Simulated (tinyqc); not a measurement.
Inside a calculation. Method: Pariser-Parr-Pople SCF with singles CI, for the molecule c1ccc2ccccc2c1 (SMILES; centres numbered as the heavy atoms are written). One step of it, computed by the program tinyqc.

Question. Singles CI, singlets. Over the 4 single excitations with the smallest orbital gaps: A = (e_a - e_i) delta + 2 (ia|jb) - (ij|ab), with (pq|rs) = sum c_mp c_mq gamma_mn c_nr c_ns. f = 2/3 w |mu|^2 in atomic units, mu = sqrt2 sum c_ia sum_m c_mi c_ma R_m.

orbital energies (eV): -15.405357  -13.406867  -12.293539  -11.058419  -10.014823  -1.175177  -0.131581  1.103539  2.216867  4.215357

coefficients:
```
,MO1,MO2,MO3,MO4,MO5,MO6,MO7,MO8,MO9,MO10
1C,0.244253,0.423886,-0.189652,-0.392903,-0.265181,-0.265181,0.392903,-0.189652,0.423886,-0.244253
2C,0.244253,0.423886,0.189652,-0.392903,0.265181,-0.265181,-0.392903,-0.189652,-0.423886,0.244253
3C,0.302080,0.265181,0.398406,-0.004516,0.423886,0.423886,0.004516,0.398406,0.265181,-0.302080
4C,0.445169,0.000000,0.332581,0.437280,0.000000,0.000000,0.437280,-0.332581,0.000000,0.445169
5C,0.302080,-0.265181,0.398406,-0.004516,-0.423886,-0.423886,0.004516,0.398406,-0.265181,-0.302080
6C,0.244253,-0.423886,0.189652,-0.392903,-0.265181,0.265181,-0.392903,-0.189652,0.423886,0.244253
7C,0.244253,-0.423886,-0.189652,-0.392903,0.265181,0.265181,0.392903,-0.189652,-0.423886,-0.244253
8C,0.302080,-0.265181,-0.398406,-0.004516,0.423886,-0.423886,-0.004516,0.398406,0.265181,0.302080
9C,0.445169,0.000000,-0.332581,0.437280,0.000000,0.000000,-0.437280,-0.332581,0.000000,-0.445169
10C,0.302080,0.265181,-0.398406,-0.004516,-0.423886,0.423886,-0.004516,0.398406,-0.265181,0.302080
```

repulsion gamma_rs (eV), lower triangle:
```
,1C,2C,3C,4C,5C,6C,7C,8C,9C,10C
1C,11.130000
2C,7.553862,11.130000
3C,5.238761,7.552439,11.130000
4C,4.668310,5.239019,7.554960,11.130000
5C,3.276745,3.670370,5.240702,7.554960,11.130000
6C,2.763225,2.868686,3.670370,5.239019,7.552439,11.130000
7C,2.868686,2.763225,3.276745,4.668310,5.238761,7.553862,11.130000
8C,3.670370,3.276745,3.670607,5.239602,4.668463,5.238761,7.552439,11.130000
9C,5.239019,4.668310,5.239602,7.553862,5.239602,4.668310,5.239019,7.554960,11.130000
10C,7.552439,5.238761,4.668463,5.239602,3.670607,3.276745,3.670370,5.240702,7.554960,11.130000
```

Centres (angstrom, eV; a flat drawing with bonds scaled to 1.40 angstrom):
```
centre,x,y,core charge z,W,gamma_rr
1C,2.425000,-0.700000,1,11.160000,11.130000
2C,2.425000,0.700000,1,11.160000,11.130000
3C,1.212000,1.400000,1,11.160000,11.130000
4C,0.000000,0.700000,1,11.160000,11.130000
5C,-1.212000,1.400000,1,11.160000,11.130000
6C,-2.425000,0.700000,1,11.160000,11.130000
7C,-2.425000,-0.700000,1,11.160000,11.130000
8C,-1.212000,-1.400000,1,11.160000,11.130000
9C,0.000000,-0.700000,1,11.160000,11.130000
10C,1.212000,-1.400000,1,11.160000,11.130000
```

Give: singlet CI matrix; singlet excitation energies; oscillator strengths.

Answer.

singlet CI matrix (eV), lower triangle:
```
,5>6,5>7,4>6,4>7
5>6,4.8452
5>7,0.0000,5.4608
4>6,0.0000,-0.9612,5.4608
4>7,1.0097,0.0000,0.0000,6.3964
```

singlet excitation energies (eV): 4.3477  4.4996  6.4220  6.8940

oscillator strengths: 0.1320  0.0000  2.2536  1.1716
